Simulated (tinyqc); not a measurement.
Mobility of a non-polar semiconductor in the relaxation-time approximation: one step, computed by the program tinyqc. Command: `OMP_NUM_THREADS=1 python tinyqc.py 3021049 3021050 out.jsonl rta walk`. One thread of a shared host (Intel(R) Xeon(R) Processor @ 2.30GHz), about 0.01 s of CPU time with the checks.

Each valley is treated as a sphere of mass m_d for states and rates, with one isotropic relaxation time; the conductivity mass m_c sets the current.

Question. Rates at a few energies. Kane band: hbar^2 k^2/(2 m) = E (1 + alpha E), speed v = hbar k/(m (1 + 2 alpha E)), states per spin, volume and energy g(E) = m k (1 + 2 alpha E)/(2 pi^2 hbar^2); overlap factors are set to 1. Here m = m_d. Masses are multiplied by m_0 and all formulas are in SI units. Phonon occupation N_q = 1/(exp(hbar w/(k_B T)) - 1). Acoustic deformation potential (elastic, equipartition, absorption and emission together): 1/tau = 2 pi k_B T D_A^2 g(E)/(hbar rho v_l^2). Optical or intervalley deformation potential: 1/tau = (pi Z_f D_o^2/(rho w)) [N_q g(E + hbar w) + (N_q + 1) g(E - hbar w)], with g = 0 below the band edge. Each optical term is multiplied by (1 - f(E'))/(1 - f(E)), E' the final energy, for Pauli blocking. Singly charged impurities, momentum relaxation: 1/tau = N_I e^4 m (1 + 2 alpha E) Phi/(8 pi (eps_s eps_0)^2 hbar^3 k^3), with alpha = 0 for a parabolic band. Brooks-Herring: Phi = ln(1 + b) - b/(1 + b), b = 4 k^2 L_s^2. Alloy disorder: 1/tau = (2 pi/hbar) Omega x (1 - x) U^2 g(E), Omega = a^3/4 (other conventions for Omega rescale U).

Inputs (values chosen for the exercise, modelled on electrons in silicon):
```
quantity                                          value       unit
non-parabolicity alpha                             0.53       1/eV
static permittivity eps_s                          11.7          -
density rho                                        2329     kg/m^3
sound velocity v_l                                 9090        m/s
acoustic deformation potential D_A                  9.3         eV
phonon energy hbar w                               62.2        meV
optical or intervalley deformation potential D_o    5.5  1e8 eV/cm
final valleys Z_f                                     5          -
temperature T                                       250          K
alloy fraction x                                   0.17          -
alloy potential U                                  0.81         eV
lattice constant a                                 5.42   angstrom
```

Band: Kane. Impurity formula: Brooks-Herring. Further scattering: alloy.

reduced Fermi level eta = -8.875684

density-of-states mass m_d = 0.3254403 m_0

ionised impurity density N_I = 3.10e+15 1/cm^3

screening length L_s = 67.03447 nm

Constants: k_B = 8.617333262e-05 eV/K; k_B = 1.380649e-23 J/K; e = 1.602176634e-19 C; hbar = 1.054571817e-34 J s; m_0 = 9.1093837015e-31 kg; hbar = 6.582119569e-16 eV s; eps_0 = 8.8541878128e-12 F/m.

Give: Rates (1e12/s) at E = (max(eta, 0) + 0.5, 1, 2, 4) k_B T.

Answer.

Rates (1e12/s) at E = (max(eta, 0) + 0.5, 1, 2, 4) k_B T:
```
E (meV)  acoustic  optical  ionised impurity   alloy
10.772     0.9858   0.3829           0.44145  2.3416
21.543     1.4138   0.4157           0.17353  3.3585
43.087     2.0556   0.4785           0.06778  4.8829
86.173     3.0677   4.2987           0.02641  7.2871
```
